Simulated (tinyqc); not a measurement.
From results back to parameters: Brillouin zone and empty-lattice bands of the hcp structure. Two cases, with inputs chosen for the exercise.

Problem. At the centre of a zone face two plane waves are mixed by V > 0: levels E0 -/+ V, masses normal to the face 1/(1 -/+ 2 E0/V), E0 = c0 k^2, c0 = hbar^2/2m0. The gap and the mass of the upper band are given.

Constants: hbar^2/2m0 = 3.80998211 eV angstrom^2.

Case 1.

gap = 1.140000 eV
mass of the upper band = 0.0561482 m0

Case 2.

gap = 0.490000 eV
mass of the upper band = 0.0176914 m0

Find: V; E0; k; spacing of the lattice planes, pi/k.

Solution. V is half the gap; 2 E0/V = 1/m - 1; k = |G|/2 = pi/d.

Case 1.

V = 0.5700 eV
E0 = 4.791 eV
k = 1.1214 1/angstrom
spacing of the lattice planes, pi/k = 2.802 angstrom

Case 2.

V = 0.2450 eV
E0 = 6.802 eV
k = 1.3361 1/angstrom
spacing of the lattice planes, pi/k = 2.351 angstrom

Computed by tinyqc, one run a case: `OMP_NUM_THREADS=1 python tinyqc.py N N+1 out.jsonl` with N = 1881062, 1881186; one thread of a shared Intel(R) Xeon(R) Processor @ 2.30GHz, about 0.02 s a run at most.
